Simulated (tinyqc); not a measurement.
Capacitance of parallel on-chip lines from Laplace's equation on a mesh: one step of the calculation.

Cross-section of an endless row of equal lines between two grounded planes; neighbours are driven in antiphase (+1 V and -1 V), so the plane midway between two lines is at 0 V. By symmetry one quarter is solved: x runs from the centre of a line (column 0, mirror) to that midplane (column 4, 0 V), y from the mid-height of the line (row 0, mirror) to the ground plane (row 5, 0 V). The line fills columns 0 to 1 and rows 0 to 2 at 1 V. Cells beside the line (below row 2) have e2, cells above have e1. Each link between nodes has the conductance g = mean permittivity of the two cells beside it (a cell beyond a mirror counts as 0), and the free nodes obey sum g (V_neighbour - V) = 0.

Task. Link conductances. gx[j, i] joins node (row j, column i) to column i + 1, gy[j, i] to row j + 1.

Parameters, values chosen for the exercise: relative permittivity above and below the lines e1 = 2.4; relative permittivity between the lines e2 = 2.7.

Give: gx; gy.

Result.

gx:
```
        col 0   col 1   col 2   col 3
row 0  1.3500  1.3500  1.3500  1.3500
row 1  2.7000  2.7000  2.7000  2.7000
row 2  2.5500  2.5500  2.5500  2.5500
row 3  2.4000  2.4000  2.4000  2.4000
row 4  2.4000  2.4000  2.4000  2.4000
row 5  1.2000  1.2000  1.2000  1.2000
```

gy:
```
        col 0   col 1   col 2   col 3   col 4
row 0  1.3500  2.7000  2.7000  2.7000  1.3500
row 1  1.3500  2.7000  2.7000  2.7000  1.3500
row 2  1.2000  2.4000  2.4000  2.4000  1.2000
row 3  1.2000  2.4000  2.4000  2.4000  1.2000
row 4  1.2000  2.4000  2.4000  2.4000  1.2000
```

Computed by the program tinyqc: `OMP_NUM_THREADS=1 python tinyqc.py 2790156 2790157 out.jsonl`, one thread of a shared Intel Xeon 2.30GHz, about 1 s for the whole run.
